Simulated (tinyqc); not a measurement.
Bias-temperature instability from a Gaussian distribution of capture and emission barriers: one step, computed by the program tinyqc.

Each trap has a capture time tau_0 exp(E_c/(k_B T)) under stress and an emission time tau_0 exp(E_e/(k_B T)) after it. E_c is Gaussian, and E_e = E_c + d with d Gaussian and independent. A trap counts as filled once t_s exceeds its capture time and as emptied once t_r exceeds its emission time.

Problem. Recovery. Demarcation energies E_s = k_B T ln(t_s/tau_0), E_r = k_B T ln(t_r/tau_0); mean barrier mu = mu_c - k_F F; z = (E_s - mu)/sigma_c; Phi is the standard normal distribution. Temperatures in kelvin are T(C) + 273.15. Remaining shift dV = V_max int_(-infinity)^(E_s) g(E_c) [1 - Phi((E_r - E_c - delta)/sigma_d)] dE_c, g the Gaussian density of E_c (Gauss-Legendre, 120 points over 7 sigma_c below E_s).

Inputs (values chosen for the exercise, for a model p-channel transistor):

| quantity | value | unit |
|---|---|---|
| shift with all traps filled V_max | 220 | mV |
| spread of capture barriers sigma_c | 0.26 | eV |
| mean of E_e - E_c at the stress field, delta | -0.15 | eV |
| spread of E_e - E_c, sigma_d | 0.25 | eV |
| time constant tau_0 | 1e-09 | s |
| temperature T | 105 | C |
| stress time t_s | 10000 | s |
| recovery time t_r | 1e-06 | s |

mean barrier mu = 1.4891 eV

shift without recovery dV0 = 5.301332 mV

Constants: k_B = 8.617333262e-05 eV/K.

Give: E_r; remaining shift dV; remaining share dV/dV0.

Solution.

E_r = 0.2251 eV

remaining shift dV = 5.139 mV

remaining share dV/dV0 = 0.9694

A measurement delay of t_r hides 3.1 % of the shift.
